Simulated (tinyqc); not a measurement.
Strained quantum well: band edges, subbands and transparency: sweeps and comparisons. A value that a table varies takes the place of the one given here.

Growth on (001), barriers unstrained: tr(e) = e (2 - nu2), Z = b e (1 + nu2); Ec = Ev + Eg + ac tr(e), E_HH = Ev + av tr(e) + Z, E_LH = Ev + av tr(e) - Z (coupling to the split-off band left out).

Masses along z: me, 1/(g1 - 2 g2) for HH, 1/(g1 + 2 g2) for LH, likewise in the barrier; in the plane me, 1/(g1 + g2) for HH and 1/(g1 - g2) for LH (no mixing, which understates the hole masses away from k = 0). Level n solves k L + 2 atan[(k/m)/(kappa/mb)] = n pi, k = sqrt(m E/c), kappa = sqrt(mb (V - E)/c), c = hbar^2/2m0.

Transparency (Bernard-Duraffourg): Fc - Fv equals the lowest transition energy with n = p, n = sum m/(2 pi c) kB T ln(1 + exp((Fc - E)/kB T)) and p likewise over the listed subbands; c = hbar^2/2m0, 1/angstrom^2 = 1e16/cm^2.

Constants: hbar^2/2m0 = 3.80998211 eV angstrom^2; kB = 8.617333262e-05 eV/K; hc = 1239.841984 eV nm.

Inputs chosen for the exercise (near those of a GaAsP/AlGaAs well; the results hold for these values, not for the real material): nu2 = 0.917 (2 C12/C11); Eg = 1.683 eV (unstrained gap of the well); Ev = -0.899 eV (its valence edge); ac = -7.39 eV; av = 1.27 eV (Ev moves by av tr(e)); b = -1.92 eV (shear potential); Egb = 1.912 eV (gap of the barrier); Evb = -1 eV (its valence edge); L = 56 angstrom (well width); me = 0.0802 m0 (electron mass); g1 = 6.36 (gamma1); g2 = 1.73 (gamma2); meb = 0.1 m0; g1b = 5.7; g2b = 1.6; T = 300 K (temperature); es = (-0.014, -0.008, -0.003, 0, 0.003, 0.007, 0.012) (strains); e = 0.0076 (strain in the plane); Ls = (25, 35, 50, 65, 85, 110, 150) angstrom (widths).

## Strain as a design knob

Only the strain is changed; the unstrained gap and the masses are kept.

Results:
```
e (%)  wavelength (nm)  top hole  hh1 - lh1 (meV)  n_tr (1e12/cm^2)  share in top
-1.4               691       hh1              103             0.804          0.84
-0.8               697       hh1               70             0.838          0.76
-0.3               705       hh1               39             0.920          0.61
0.0                710       hh1               20             1.016          0.49
0.3                715       hh1                1             1.189          0.35
0.7                734       lh1              -25             1.075          0.76
1.2                760       lh1              -58             0.994          0.90
```

How do the results move?

n_tr is largest at e = +0.3 % (1.19), where hh1 - lh1 = 1 meV and the top subband holds 35 % of the holes, and smallest, 0.80, at -1.4 %. The top hole level turns from hh to lh, and the light from TE to TM, between +0.3 and +0.7 %. The wavelength runs from 691 to 760 nm.

## Width of the well

All levels anew.

Results:
```
L (angstrom)  wavelength (nm)  top hole  hh1 - lh1 (meV)  n_tr (1e12/cm^2)  share in top  n_tr/L (1e18/cm^3)
25                        693       lh1               -7             1.108          0.69                4.43
35                        711       lh1              -15             1.072          0.74                3.06
50                        731       lh1              -26             1.059          0.79                2.12
65                        744       lh1              -33             1.059          0.79                1.63
85                        755       lh1              -39             1.090          0.78                1.28
110                       764       lh1              -44             1.176          0.73                1.07
150                       771       lh1              -49             1.364          0.64                0.91
```

What can be read from the table?

The wavelength tunes by 78 nm. The sheet density at transparency changes from 1.11 to 1.36, the top hole subband holding 0.69 and 0.64 of the holes at the ends, while the volume density falls by a factor 4.9. Critical thickness and carrier escape are left out.

## What each parameter does

Edge wavelength, hh1 - lh1 and n_tr. Each row changes one parameter from the base and keeps the others.

Results:
```
case             wavelength (nm)  hh1 - lh1 (meV)  n_tr (1e12/cm^2)
base                       737.1            -28.9             1.061
L = 66 angstrom            745.0            -33.4             1.059
e = 0.0056                 727.3            -15.8             1.116
Eg = 1.663 eV              744.9            -28.9             1.058
b = -2.21 eV               738.7            -36.5             1.039
ac = -6.65 eV              734.8            -28.9             1.062
me = 0.0882 m0             737.8            -28.9             1.124
g1 = 6.74                  736.9            -29.2             1.028
T = 340 K                  737.1            -28.9             1.232
```

How do the results move?

The largest shifts from the base row, up to three for each result and ties (the steps differ in size, so this ranks the rows, not the parameters). wavelength (nm): e -9.8, L +7.9, Eg +7.8; unchanged at the printed digits by T. hh1 - lh1 (meV): e +13.1, b -7.6, L -4.5; unchanged at the printed digits by Eg, ac, me and T. n_tr (1e12/cm^2): T +0.171, me +0.063, e +0.055.

Run: tinyqc, `OMP_NUM_THREADS=1 python tinyqc.py 1251786 1251787 out.jsonl`; Intel(R) Xeon(R) Processor @ 2.30GHz, one thread, shared host; about 0.01 s of CPU time with all checks.
